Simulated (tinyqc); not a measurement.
# Circuit elements from the admittance matrix

Problem. Y belongs to a common-source circuit with y11 = i w (Cgs + Cgd), y12 = -i w Cgd, y21 = gm - i w Cgd, y22 = gds + i w (Cgd + Cd) and a resistance Rg in series with the gate; w = 2 pi f. Find Rg, Cgs + Cgd, Cgd, gm, gds and Cd.

Values chosen for this exercise: signal frequency f = 0.09 GHz.

Y with Rg (mS):

|  | 1 | 2 |
|---|---|---|
| 1 | 0.00000140227+0.01636172171i | -0.00000039741-0.00463699072i |
| 2 | 0.08447907232-0.00464423097i | 0.00050698963+0.01436541352i |

Answer. 1/Y11 = Rg + 1/(i w (Cgs + Cgd)) gives Rg; removing it from Z11 returns the inner y, whose parts are read off.

Rg = 5.24 ohm
Cgs + Cgd = 28.9 fF
Cgd = 8.20 fF
gm = 0.0845 mS
gds = 5.07e-4 mS
Cd = 17.2 fF

Numbers from tinyqc (`OMP_NUM_THREADS=1 python tinyqc.py 2150064 2150065 out.jsonl`; about 0.01 s on one thread of a shared Intel Xeon 2.30GHz).
